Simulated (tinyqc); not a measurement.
# Inputs raised by 2 %, one at a time

Model: low-temperature mobility of a two-dimensional electron gas with static screening. Computed by tinyqc, a small Python program. Command: `OMP_NUM_THREADS=1 python tinyqc.py 3016629 3016630 out.jsonl twodeg sens`. One thread of a shared host (Intel(R) Xeon(R) Processor @ 2.30GHz), about 0.06 s of CPU time with the checks.

One subband is filled, the gas is degenerate and scatters at the Fermi circle; one permittivity serves on both sides of the interface. All formulas are in SI units, masses times m_0. Piezoelectric and polar phonons are left out, and n_s is taken as set by a gate, independent of N_i.

Inputs (values chosen for the exercise, modelled on a silicon inversion layer): in-plane mass m = 0.197 m_0; mass across the layer m_z = 0.884 m_0; permittivity eps = 11.6; valley degeneracy g_v = 2; sheet density n_s = 3e+12 1/cm^2; depletion charge N_d = 3.7e+10 1/cm^2; roughness height Delta = 0.52 nm; correlation length Lambda = 6.1 nm; remote charge density N_i = 4.8e+10 1/cm^2; distance d of the charges from the interface = 2.2 nm; density rho = 2329 kg/m^3; sound velocity v_l = 8890 m/s; deformation potential D_A = 13 eV; temperature T = 40 K.

Wave function: Fang-Howard. Roughness spectrum: exponential.

Constants: m_0 = 9.1093837015e-31 kg; e = 1.602176634e-19 C; eps_0 = 8.8541878128e-12 F/m; hbar = 1.054571817e-34 J s; k_B = 1.380649e-23 J/K.

Method:
- k_F = sqrt(2 pi n_s/g_v); E_F = hbar^2 k_F^2/(2 m); q_TF = g_v m e^2/(2 pi eps eps_0 hbar^2); Fang-Howard parameter b = [12 m_z e^2 (N_d + 11 n_s/32)/(eps eps_0 hbar^2)]^(1/3), mean depth 3/b; effective field F = e (N_d + n_s/2)/(eps eps_0).
- Form factors with u = q/b: screening G(q) = [1 + 9u/8 + 3u^2/8]/(1 + u)^3, remote charge P(q) = exp(-q d)/(1 + u)^3. Dielectric function eps(q) = 1 + q_TF G(q)/q, with q = 2 k_F sin(theta/2).
- Roughness: <|U|^2> = (e F)^2 S(q), S = pi Delta^2 Lambda^2/(1 + q^2 Lambda^2/2)^(3/2).
- 1/tau_t = (m/(pi hbar^3)) int_0^pi (1 - cos theta) <|U|^2>/eps(q)^2 dtheta; the quantum rate 1/tau_q drops the factor (1 - cos theta); 200 Gauss-Legendre points in s with theta = pi s^2, s from 0 to 1; mu = e tau_t/m.
- Remote charges: <|U|^2> = N_i [e^2 P(q)/(2 eps eps_0 q)]^2.
- Unscreened deformation potential in equipartition: 1/tau = m D_A^2 k_B T I/(rho v_l^2 hbar^3), I = int |psi|^4 dz = 3 b/16 for the Fang-Howard function (used for both wave-function options); mu = e tau/m. Bloch-Grueneisen temperature T_BG = 2 hbar v_l k_F/k_B.
- At the Fermi circle the rates add, so 1/mu is the sum; sheet resistance 1/(n_s e mu); mean free path hbar k_F mu/e; the quantum time adds the rates 1/tau_q, with the isotropic acoustic rate e/(m mu).

Runs; columns: (1) input moved; (2) from; (3) to; (4) mobility mu (cm^2/(V s)); (5) remote-charge mobility (cm^2/(V s)); (6) Dingle ratio tau_t/tau_q; (7) sheet resistance (ohm):
```
(1)                                                    (2)        (3)     (4)         (5)     (6)     (7)
base run                                                 -          -  6631.5  4.9123e+05  1.0187  313.73
permittivity eps                                      11.6     11.832  6702.5  4.9966e+05  1.0206  310.41
depletion charge N_d (1/cm^2)                      3.7e+10  3.774e+10  6627.5  4.9114e+05  1.0186  313.92
roughness height Delta (nm)                           0.52     0.5304  6469.6  4.9123e+05  1.0167  321.58
remote charge density N_i (1/cm^2)                 4.8e+10  4.896e+10  6629.7  4.8160e+05  1.0198  313.82
distance d of the charges from the interface (nm)      2.2      2.244  6634.3  5.0714e+05  1.0183  313.60
deformation potential D_A (eV)                          13      13.26  6534.5  4.9123e+05  1.0184  318.39
temperature T (K)                                       40       40.8  6583.1  4.9123e+05  1.0185  316.04
```

Exponents ln(y'/y) / ln(x'/x):
```
input                                         mobility mu  remote-charge mobility  Dingle ratio tau_t/tau_q  sheet resistance
permittivity eps                                    0.538                   0.859                     0.097            -0.538
depletion charge N_d                               -0.031                  -0.009                    -0.002             0.031
roughness height Delta                             -1.248                   0.000                    -0.100             1.248
remote charge density N_i                          -0.014                  -1.000                     0.057             0.014
distance d of the charges from the interface        0.021                   1.610                    -0.020            -0.021
deformation potential D_A                          -0.744                   0.000                    -0.014             0.744
temperature T                                      -0.369                   0.000                    -0.007             0.369
```

To which inputs is each result most sensitive?

Among the inputs moved here: mobility mu answers most in size to roughness height Delta (exponent -1.248), next to deformation potential D_A (-0.744). Remote-charge mobility answers most in size to distance d of the charges from the interface (exponent +1.610), next to remote charge density N_i (-1.000); its exponent is below 0.0005 for roughness height Delta, deformation potential D_A, temperature T. Its exponent -1.000 in remote charge density N_i: each charge scatters on its own. Dingle ratio tau_t/tau_q answers most in size to roughness height Delta (exponent -0.100), next to permittivity eps (+0.097). Sheet resistance answers most in size to roughness height Delta (exponent +1.248), next to deformation potential D_A (+0.744).

Caution (all rows): T is below the Bloch-Grueneisen temperature T_BG, so equipartition fails: the acoustic mobility is only a lower bound and the acoustic share of 1/mu is overstated.
